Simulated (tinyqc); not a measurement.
Long-channel MOSFET, surface-potential model: potential, charge and velocity along the channel.

n-channel transistor on a uniformly doped p-type body, gradual-channel approximation, constant mobility, Boltzmann statistics, full ionisation. Potentials are counted from the neutral body; V is the electron quasi-Fermi potential, Vsb at the source and Vsb + Vds at the drain. Charges are magnitudes per area.

ni = sqrt(Nc Nv) exp(-Eg/(2 Vt)), Eg in volts; phiF = Vt ln(Na/ni); Cox = eps0 eox/tox; gamma = sqrt(2 q eps0 eps_r Na)/Cox. The surface potential psi at channel potential V solves Vgs + Vsb - Vfb - psi = gamma sqrt(G), G = psi - Vt + Vt exp((psi - 2 phiF - V)/Vt). Charge sheet: Qi = Cox gamma [sqrt(G) - sqrt(psi - Vt)]; I = mu (W/L) [integral of Qi dpsi from psi_0 to psi_L (drift) + Vt (Qi0 - QiL) (diffusion)], with psi_0 at V = Vsb and psi_L at V = Vsb + Vds. The current is the same at every point, so the place y where the channel potential is Vsb + v follows from y/L = I(Vds = v)/I(Vds); the mean carrier velocity is I/(W Qi).

Parameters, values chosen for the exercise; material values those of a made-up semiconductor:
```
symbol    value        unit                                      meaning
T           293           K                                  temperature
Eg         1.35          eV                                     band gap
eps_r      11.3               relative permittivity of the semiconductor
Nc      3.45e19       cm^-3       conduction-band density of states at T
Nv      3.15e19       cm^-3          valence-band density of states at T
Na       9.2e15       cm^-3                 acceptor density of the body
eox        7.46              relative permittivity of the gate insulator
tox          50          nm                          insulator thickness
Vfb       -0.96           V                            flat-band voltage
mu          150  cm^2/(V s)                             channel mobility
W            20          um                                   gate width
L             5          um                                  gate length
Vsb           0           V                     source-body reverse bias
Vgs        0.86           V                          gate-source voltage
Vds         0.8           V                         drain-source voltage
```

Constants: q = 1.602176634e-19 C, kB = 1.380649e-23 J/K, Vt = kB T/q, eps0 = 8.8541878128e-14 F/cm where lengths are in cm. Results are converted to the units shown.

Along the channel:
```
v (V)	psi (V)	Qi (nC/cm^2)	y/L	velocity (cm/s)
0.05	1.097	39.23	0.2637	6.107e4
0.1	1.142	32.24	0.4838	7.432e4
0.15	1.185	25.43	0.6613	9.421e4
0.2	1.226	18.88	0.7976	1.269e5
0.25	1.266	12.73	0.8948	1.882e5
0.3	1.301	7.251	0.9560	3.304e5
0.35	1.328	3.007	0.9869	7.967e5
0.4	1.343	0.7466	0.9974	3.209e6
```

Half of the listed voltage range, v = 0.2 V, is reached at y/L = 0.798. The charge falls from 39.2 to 0.747 nC/cm^2 over the rows, so the velocity rises by a factor of 52.5 to keep the current constant.

Program tinyqc, `OMP_NUM_THREADS=1 python tinyqc.py 2360056 2360057 out.jsonl`; Intel Xeon 2.30GHz, shared host, one thread, about 0.03 s.
